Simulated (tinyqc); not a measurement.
# Electron mobility in a silicon inversion layer, empirical terms and Matthiessen rule: effects of single changes

Inversion layer of sheet density Ns on a uniformly doped body. The mobility terms are empirical power laws with prefactors chosen for the exercise; adding their inverses (Matthiessen) is itself an approximation.

Values chosen for this exercise; material values close to those of silicon: temperature T = 300 K; band gap Eg = 1.13 eV; relative permittivity of the semiconductor eps_r = 11.6; conduction-band density of states at T Nc = 2.85e19 cm^-3; valence-band density of states at T Nv = 2.68e19 cm^-3; body doping Nb = 2.1e18 cm^-3; reverse body bias Vsb = 0 V; weight of the inversion charge in the effective field eta = 0.5; phonon-limited mobility at 1 MV/cm and 300 K Ap = 395 cm^2/(V s); roughness-limited mobility at 1 MV/cm As = 738 cm^2/(V s); exponent of the roughness term gs = 2; Coulomb prefactor Ac = 3000 cm^2/(V s); charge at the interface Nit = 2.6e10 cm^-2; inversion density Ns = 8.2e12 cm^-2.

Constants: q = 1.602176634e-19 C, kB = 1.380649e-23 J/K, Vt = kB T/q, eps0 = 8.8541878128e-14 F/cm where lengths are in cm. Results are converted to the units shown.

Each table varies one quantity; the others keep the values above.

## Effect of the charge at the interface

ni = sqrt(Nc Nv) exp(-Eg/(2 Vt)), Eg in volts; Ndep = sqrt(2 eps0 eps_r Nb (2 Vt ln(Nb/ni) + Vsb)/q); E = q (Ndep + eta Ns)/(eps0 eps_r), in MV/cm. With t = T/(300 K): muC = Ac (Ns/1e12 cm^-2) t/(Nb/1e17 cm^-3 + Nit/1e11 cm^-2), muP = Ap E^(-1/3) t^(-1.75), muS = As E^(-gs); 1/mu is the sum of the inverses.

The same in every row: E (MV/cm) = 1.448; muP (cm^2/(V s)) = 349.2; muS (cm^2/(V s)) = 352.1.

Effect of the charge at the interface:
```
Nit (cm^-2)  muC (cm^2/(V s))  mu (cm^2/(V s))
1e10                     1166            152.4
3.2e10                   1154            152.2
1e11                     1118            151.6
3.2e11                   1017            149.5
1e12                    793.5            143.6
3.2e12                  464.2            127.3
1e13                    203.3            94.14
```

As Nit goes from 1e10 to 1e13 cm^-2, E stays at 1.45 MV/cm and mu falls from 152 to 94.1 cm^2/(V s). The smallest term is the phonon one in the first row and the Coulomb one in the last.

## Effect of the reverse body bias

Same model as above.

The same in every row: muC (cm^2/(V s)) = 1157.

Effect of the reverse body bias:
```
Vsb (V)  E (MV/cm)  muP (cm^2/(V s))  muS (cm^2/(V s))  mu (cm^2/(V s))
0            1.448             349.2             352.1            152.3
0.4          1.596             338.0             289.7            137.5
0.8          1.725             329.4             248.1            126.1
1.2          1.839             322.4             218.2            117.0
1.6          1.944             316.5             195.3            109.4
2            2.041             311.4             177.2            102.9
2.4          2.131             306.9             162.5            97.30
```

Read the table: what changes, and by how much?

As Vsb goes from 0 to 2.4 V, E rises from 1.45 to 2.13 MV/cm and mu falls from 152 to 97.3 cm^2/(V s). The smallest term is the phonon one in the first row and the roughness one in the last. For Vsb = 0.4 to 2.4 V E passes 1.5 MV/cm, beyond the usual range of such laws.

## Effect of the inversion density

Same model as above.

Effect of the inversion density:
```
Ns (cm^-2)  E (MV/cm)  muC (cm^2/(V s))  muP (cm^2/(V s))  muS (cm^2/(V s))  mu (cm^2/(V s))
2e11           0.8237             28.22             421.4              1088            25.82
3.6e11         0.8362             50.80             419.3              1055            43.44
6.3e11         0.8572             88.90             415.8              1004            68.26
1.1e12         0.8939             155.2             410.0             923.6            100.4
2e12           0.9641             282.2             399.8             794.0            136.9
3.6e12          1.089             508.0             383.9             622.4            161.8
6.3e12          1.299             889.0             362.0             437.0            161.9
1.1e13          1.666              1552             333.2             265.9            135.0
2e13            2.368              2822             296.3             131.6            88.28
```

What does the comparison show?

As Ns goes from 2e11 to 2e13 cm^-2, E rises from 0.824 to 2.37 MV/cm and mu goes from 25.8 through a maximum of 162 (at Ns = 6.3e12 cm^-2 among the rows listed) to 88.3 cm^2/(V s). The smallest term is the Coulomb one in the first row and the roughness one in the last. Screening lifts the Coulomb term as Ns grows while the field presses the carriers to the interface, hence the maximum. For Ns = 1.1e13 to 2e13 cm^-2 E passes 1.5 MV/cm, beyond the usual range of such laws.

Numbers from tinyqc (`OMP_NUM_THREADS=1 python tinyqc.py 2510164 2510165 out.jsonl`; about 0.01 s on one thread of a shared Intel Xeon 2.30GHz).
